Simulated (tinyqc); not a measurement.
Inside a calculation. Method: FCI on RHF in the 6-31g basis, for H2, spin multiplicity 1. One step of it, computed by the program tinyqc.

Question. FCI: roots. Diagonalise (each vector has its largest component positive (the first on a tie)); all determinants have Ms = 0, so triplets appear too. The lowest singlet root is the correlation energy.

Occupation strings over the orbitals (2 doubly, a alpha, b beta, 0 empty; spin orbitals ordered 1a 1b 2a 2b ...): 2000 ab00 a0b0 a00b ba00 b0a0 b00a 0200 0ab0 0a0b 0ba0 0020 00ab 0b0a 00ba 0002

H - E(HF) between determinants (hartree), order 2000, ab00, a0b0, a00b, ba00, b0a0, b00a, 0200, 0ab0, 0a0b, 0ba0, 0020, 00ab, 0b0a, 00ba, 0002:
```
[[0.000000, 0.000000, 0.000000, 0.000000, 0.000000, 0.000000, 0.000000, 0.094730, 0.000000, -0.081049, 0.000000, 0.101653, 0.000000, 0.081049, 0.000000, 0.123145],
 [0.000000, 0.414835, 0.000000, 0.060233, -0.094730, 0.000000, 0.081049, 0.000000, -0.005689, 0.000000, 0.089826, 0.000000, -0.078487, 0.000000, 0.036479, 0.000000],
 [0.000000, 0.000000, 0.985123, 0.000000, 0.000000, -0.101653, 0.000000, -0.005689, 0.000000, -0.102646, 0.000000, -0.030063, 0.000000, 0.036479, 0.000000, 0.125824],
 [0.000000, 0.060233, 0.000000, 1.322910, 0.081049, 0.000000, -0.123145, 0.000000, -0.102646, 0.000000, 0.078487, 0.000000, 0.035911, 0.000000, -0.125824, 0.000000],
 [0.000000, -0.094730, 0.000000, 0.081049, 0.414835, 0.000000, 0.060233, 0.000000, 0.089826, 0.000000, -0.005689, 0.000000, 0.036479, 0.000000, -0.078487, 0.000000],
 [0.000000, 0.000000, -0.101653, 0.000000, 0.000000, 0.985123, 0.000000, 0.005689, 0.000000, 0.036479, 0.000000, 0.030063, 0.000000, -0.102646, 0.000000, -0.125824],
 [0.000000, 0.081049, 0.000000, -0.123145, 0.060233, 0.000000, 1.322910, 0.000000, 0.078487, 0.000000, -0.102646, 0.000000, -0.125824, 0.000000, 0.035911, 0.000000],
 [0.094730, 0.000000, -0.005689, 0.000000, 0.000000, 0.005689, 0.000000, 0.950549, 0.000000, 0.137574, 0.000000, 0.034500, 0.000000, -0.137574, 0.000000, 0.076083],
 [0.000000, -0.005689, 0.000000, -0.102646, 0.089826, 0.000000, 0.078487, 0.000000, 1.439724, 0.000000, -0.034500, 0.000000, -0.018734, 0.000000, -0.092171, 0.000000],
 [-0.081049, 0.000000, -0.102646, 0.000000, 0.000000, 0.036479, 0.000000, 0.137574, 0.000000, 1.738555, 0.000000, -0.018734, 0.000000, -0.076083, 0.000000, 0.034800],
 [0.000000, 0.089826, 0.000000, 0.078487, -0.005689, 0.000000, -0.102646, 0.000000, -0.034500, 0.000000, 1.439724, 0.000000, -0.092171, 0.000000, -0.018734, 0.000000],
 [0.101653, 0.000000, -0.030063, 0.000000, 0.000000, 0.030063, 0.000000, 0.034500, 0.000000, -0.018734, 0.000000, 2.007266, 0.000000, 0.018734, 0.000000, 0.151855],
 [0.000000, -0.078487, 0.000000, 0.035911, 0.036479, 0.000000, -0.125824, 0.000000, -0.018734, 0.000000, -0.092171, 0.000000, 2.324818, 0.000000, -0.151855, 0.000000],
 [0.081049, 0.000000, 0.036479, 0.000000, 0.000000, -0.102646, 0.000000, -0.137574, 0.000000, -0.076083, 0.000000, 0.018734, 0.000000, 1.738555, 0.000000, -0.034800],
 [0.000000, 0.036479, 0.000000, -0.125824, -0.078487, 0.000000, 0.035911, 0.000000, -0.092171, 0.000000, -0.018734, 0.000000, -0.151855, 0.000000, 2.324818, 0.000000],
 [0.123145, 0.000000, 0.125824, 0.000000, 0.000000, -0.125824, 0.000000, 0.076083, 0.000000, 0.034800, 0.000000, 0.151855, 0.000000, -0.034800, 0.000000, 2.707520]]
```

Give: lowest roots of this matrix, relative to E(HF); lowest vectors; <S^2> of these roots; weight of the ground state by excitation level 0, 1, 2, ....

Answer.

lowest roots of this matrix, relative to E(HF) (hartree): [-0.0283, 0.2910, 0.4935, 0.8779, 0.9165, 1.0400, 1.2099, 1.2601]

lowest vectors, order 2000, ab00, a0b0, a00b, ba00, b0a0, b00a, 0200, 0ab0, 0a0b, 0ba0, 0020, 00ab, 0b0a, 00ba, 0002:
```
[[0.9897, 0.0000, 0.0000, 0.0000],
 [0.0000, 0.6965, 0.7024, 0.0000],
 [0.0095, 0.0000, 0.0000, 0.7046],
 [0.0000, -0.1090, 0.0225, 0.0000],
 [0.0000, 0.6965, -0.7024, 0.0000],
 [-0.0095, 0.0000, 0.0000, 0.7046],
 [0.0000, -0.1090, -0.0225, 0.0000],
 [-0.1057, 0.0000, 0.0000, 0.0000],
 [0.0000, -0.0542, 0.0698, 0.0000],
 [0.0525, 0.0000, 0.0000, 0.0594],
 [0.0000, -0.0542, -0.0698, 0.0000],
 [-0.0433, 0.0000, 0.0000, 0.0000],
 [0.0000, 0.0071, 0.0363, 0.0000],
 [-0.0525, 0.0000, 0.0000, 0.0594],
 [0.0000, 0.0071, -0.0363, 0.0000],
 [-0.0414, 0.0000, 0.0000, 0.0000]]
```

<S^2> of these roots: [0.0000, 2.0000, 0.0000, 2.0000, 0.0000, 0.0000, 2.0000, 0.0000]

weight of the ground state by excitation level 0, 1, 2, ...: [0.9796, 0.0002, 0.0203]
